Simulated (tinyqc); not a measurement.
Punch-through p+-n junction, ionisation integral and breakdown: two steps of the calculation.

A p+ layer at x < 0 and an n drift layer from x = 0 to L on an n+ substrate. Depletion approximation, built-in voltage neglected. Local ionisation coefficients alpha_n = an exp(-(bn/E)^mx), alpha_p = ap exp(-(bp/E)^mx). Electrons move towards +x, holes towards x = 0.

Inputs (values chosen for the exercise); material values close to those of gallium arsenide:
- eps_r = 12.9 (relative permittivity)
- an = 2.91e5 1/cm (prefactor of the electron ionisation coefficient)
- bn = 6.58e5 V/cm (field constant for electrons)
- ap = 2.24e5 1/cm (prefactor of the hole ionisation coefficient)
- bp = 6.22e5 V/cm (field constant for holes)
- mx = 1.6 (exponent)
- N = 1.1e16 cm^-3 (donor density of the drift layer)
- L = 0.75 um (thickness of the drift layer)
- V = 20.2 V (reverse voltage)
- fr = 1 (share of the depleted width that the grid covers)

Constants: q = 1.602176634e-19 C, eps0 = 8.8541878128e-14 F/cm where lengths are in cm. Results are converted to the units shown.

Problem 1. Field and ionisation coefficients on a grid. W = sqrt(2 eps0 eps_r V/(q N)), peak field E0 = q N W/(eps0 eps_r), falling linearly to 0 at W; if W > L the layer is punched through: W = L, E0 = V/L + q N L/(2 eps0 eps_r), falling linearly to E1 = V/L - q N L/(2 eps0 eps_r). Grid: 13 equal steps from 0 to fr W.

Find: W; x; E; alpha_n; alpha_p.

Solution 1.

W = 0.7500 um

```
point  x (um)  E (kV/cm)  alpha_n (1/cm)  alpha_p (1/cm)
0      0.0000      327.2         1.367e4         1.369e4
1      0.0577      318.3         1.191e4         1.207e4
2      0.1154      309.4         1.026e4         1.054e4
3      0.1731      300.5            8747            9105
4      0.2308      291.6            7360            7775
5      0.2885      282.7            6104            6553
6      0.3462      273.8            4983            5444
7      0.4038      264.9            3995            4449
8      0.4615      256.0            3139            3569
9      0.5192      247.1            2411            2804
10     0.5769      238.2            1805            2152
11     0.6346      229.3            1311            1607
12     0.6923      220.4           920.8            1163
13     0.7500      211.5           621.9           812.7
```

Problem 2. Ionisation integrals by the trapezoid rule. G(x) = integral from 0 to x of (alpha_n - alpha_p); I_n = integral of alpha_n exp(-G) (electrons injected at x = 0), I_p = integral of alpha_p exp(G(end) - G) (holes injected at the far edge); M = 1/(1 - I). All integrals by the trapezoid rule on the grid.

```
point      x (um)  alpha_n (1/cm)  alpha_p (1/cm)
0      0.00000000       13668.566       13690.547
1      0.05769231       11906.745       12068.418
2      0.11538462       10264.590       10537.741
3      0.17307692       8747.4621       9104.7452
4      0.23076923       7359.6832       7775.0576
5      0.28846154       6104.3042       6553.4982
6      0.34615385       4982.8810       5443.8594
7      0.40384615       3995.2603       4448.6741
8      0.46153846       3139.3944       3568.9873
9      0.51923077       2411.2051       2804.1437
10     0.57692308       1804.5189       2151.6122
11     0.63461538       1311.0997       1606.8719
12     0.69230769       920.80075       1163.3851
13     0.75000000       621.85504       812.68717
```

Give: G; alpha_n exp(-G); I_n; I_p; M_n; M_p.

Solution 2.

```
point         G  alpha_n exp(-G) (1e4 1/cm)
0       0.00000                       1.367
1      -0.00053                       1.191
2      -0.00178                       1.028
3      -0.00360                       0.878
4      -0.00583                       0.740
5      -0.00833                       0.616
6      -0.01095                       0.504
7      -0.01359                       0.405
8      -0.01614                       0.319
9      -0.01851                       0.246
10     -0.02064                       0.184
11     -0.02250                       0.134
12     -0.02405                       0.094
13     -0.02530                       0.064
```

I_n = 0.4070
I_p = 0.4218
M_n = 1.686
M_p = 1.730

tinyqc, about 0.08 s, one thread, Intel Xeon 2.30GHz (shared host): `OMP_NUM_THREADS=1 python tinyqc.py 2120112 2120113 out.jsonl`
